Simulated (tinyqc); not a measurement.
From results back to parameters: six-band Luttinger-Kohn model with strain. Three cases, with inputs chosen for the exercise.

Problem. A layer on a (001) face has exx = eyy = e_par and ezz = -2 (C12/C11) e_par. Its valence edges are E(HH) = -P - Q and E(LH), E(SO) = -P + (Q - Dso +/- sqrt(Dso^2 + 2 Dso Q + 9 Q^2))/2 with P = -av tr(e), Q = -(b/2)(exx + eyy - 2 ezz), counted from the unstrained top.

Case 1.

Values chosen (near those of Ge; the results hold for these values, not for the real material): Dso = 0.276 eV (spin-orbit splitting); C11 = 133.6 GPa; C12 = 49.5 GPa; e_par = -0.018 (in-plane strain of a (001) layer).

E(HH), E(LH), E(SO) (eV): 0.0512386  -0.0560546  -0.3534458

Case 2.

Values chosen (near those of Si; the results hold for these values, not for the real material): Dso = 0.045 eV (spin-orbit splitting); C11 = 164.1 GPa; C12 = 63.3 GPa; e_par = 0.0161 (in-plane strain of a (001) layer).

E(HH), E(LH), E(SO) (eV): -0.0125112  0.1553006  -0.0447861

Case 3.

Values chosen (near those of InAs; the results hold for these values, not for the real material): Dso = 0.399 eV (spin-orbit splitting); C11 = 86.8 GPa; C12 = 43.5 GPa; e_par = 0.0104 (in-plane strain of a (001) layer).

E(HH), E(LH), E(SO) (eV): -0.0280431  0.0547192  -0.3954818

Find: ezz; P; Q; av; b.

Solution. The three edges add up to -3 P - Dso, which gives P; E(HH) then gives Q; av = -P/tr(e) and b = -Q/(e_par - ezz).

Case 1.

ezz = 0.013338
P = 0.02742 eV
Q = -0.07866 eV
av = 1.21 eV
b = -2.51 eV

Case 2.

ezz = -0.012421
P = -0.04767 eV
Q = 0.06018 eV
av = 2.41 eV
b = -2.11 eV

Case 3.

ezz = -0.010424
P = -0.01006 eV
Q = 0.03811 eV
av = 0.97 eV
b = -1.83 eV

Computed by tinyqc, one run a case: `OMP_NUM_THREADS=1 python tinyqc.py N N+1 out.jsonl` with N = 1080149, 1080167, 1080172; one thread of a shared Intel(R) Xeon(R) Processor @ 2.30GHz, about 0.08 s a run at most.
